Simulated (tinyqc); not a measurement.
## Mass and degeneracy from charge and saturation current

Problem. At high drain voltage only states moving towards the drain are filled: n = (N0/2) F_0(eta), N0 = gv m kB T/(pi hbar^2), F_0(x) = ln(1 + exp x), and I = q (N0/2) vT F_(1/2)(eta) per width, vT = sqrt(2 kB T/(pi m)), F_(1/2)(x) = (2/sqrt(pi)) int_0^infinity u^(1/2)/(1 + exp(u - x)) du. Find eta and m.

Inputs (values chosen for the exercise):

| symbol | value | unit | meaning |
|---|---|---|---|
| T | 150 | K | temperature |
| gv | 1 |  | valley degeneracy |

Constants: q = 1.602176634e-19 C, kB = 1.380649e-23 J/K, hbar = 1.054571817e-34 J s, m0 = 9.1093837015e-31 kg. Results are converted to the units shown.

n = 1.2269890e11 cm^-2
I = 54.568991 uA/um

Solution. The mass drops out of I^2/(q^2 n) = gv (kB T)^2 F_(1/2)^2/(pi^2 hbar^2 F_0), which rises with eta and so fixes it; n then gives m.

eta = 1.34
m = 0.0289 m0

Computed by the program tinyqc: `OMP_NUM_THREADS=1 python tinyqc.py 2400117 2400118 out.jsonl`, one thread of a shared Intel Xeon 2.30GHz, about 0.01 s for the whole run.
